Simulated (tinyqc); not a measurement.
One-sided p+-n junction, ionisation integral and breakdown: two steps of the calculation.

A p+ layer at x < 0 and an n drift layer from x = 0. Depletion approximation, built-in voltage neglected. Local ionisation coefficients alpha_n = an exp(-(bn/E)^mx), alpha_p = ap exp(-(bp/E)^mx). Electrons move towards +x, holes towards x = 0.

Inputs (values chosen for the exercise); material values close to those of silicon: relative permittivity eps_r = 11.7; prefactor of the electron ionisation coefficient an = 6.57e5 1/cm; field constant for electrons bn = 1.21e6 V/cm; prefactor of the hole ionisation coefficient ap = 1.51e6 1/cm; field constant for holes bp = 1.9e6 V/cm; exponent mx = 1; donor density of the drift layer N = 4.5e15 cm^-3; reverse voltage V = 71 V; share of the depleted width that the grid covers fr = 0.4.

Constants: q = 1.602176634e-19 C, eps0 = 8.8541878128e-14 F/cm where lengths are in cm. Results are converted to the units shown.

Problem 1. Field and ionisation coefficients on a grid. W = sqrt(2 eps0 eps_r V/(q N)), peak field E0 = q N W/(eps0 eps_r), falling linearly to 0 at W. Grid: 10 equal steps from 0 to fr W.

Wanted: W; x; E; alpha_n; alpha_p.

Solution 1.

W = 4.5170 um

```
point  x (um)  E (kV/cm)  alpha_n (1/cm)  alpha_p (1/cm)
0      0.0000     314.37           13995          3582.3
1      0.1807     301.79           11921          2784.8
2      0.3614     289.22           10014          2117.9
3      0.5420     276.64          8279.9          1571.2
4      0.7227     264.07          6723.1          1132.9
5      0.9034     251.49          5346.5          790.59
6      1.0841     238.92          4150.5          531.21
7      1.2648     226.34          3132.6          341.50
8      1.4454     213.77          2287.4          208.42
9      1.6261     201.20          1605.8          119.59
10     1.8068     188.62          1075.4          63.720
```

Problem 2. Ionisation integrals by the trapezoid rule. G(x) = integral from 0 to x of (alpha_n - alpha_p); I_n = integral of alpha_n exp(-G) (electrons injected at x = 0), I_p = integral of alpha_p exp(G(end) - G) (holes injected at the far edge); M = 1/(1 - I). All integrals by the trapezoid rule on the grid.

```
point     x (um)  alpha_n (1/cm)  alpha_p (1/cm)
0      0.0000000       13994.883       3582.2559
1      0.1806800       11921.185       2784.7685
2      0.3613599       10014.127       2117.9288
3      0.5420399       8279.8856       1571.1823
4      0.7227199       6723.1067       1132.8981
5      0.9033998       5346.5082       790.59038
6      1.0840798       4150.4655       531.20968
7      1.2647598       3132.5940       341.50192
8      1.4454397       2287.3667       208.42367
9      1.6261197       1605.8185       119.59008
10     1.8067997       1075.4045       63.720091
```

Find: G; alpha_n exp(-G); I_n; I_p; M_n; M_p.

Solution 2.

```
point       G  alpha_n exp(-G) (1e4 1/cm)
0      0.0000                       1.399
1      0.1766                       0.999
2      0.3305                       0.720
3      0.4624                       0.521
4      0.5735                       0.379
5      0.6652                       0.275
6      0.7390                       0.198
7      0.7970                       0.141
8      0.8409                       0.099
9      0.8732                       0.067
10     0.8957                       0.044
```

I_n = 0.7445
I_p = 0.3647
M_n = 3.914
M_p = 1.574

Numbers from tinyqc (`OMP_NUM_THREADS=1 python tinyqc.py 2120143 2120144 out.jsonl`; about 0.04 s on one thread of a shared Intel Xeon 2.30GHz).
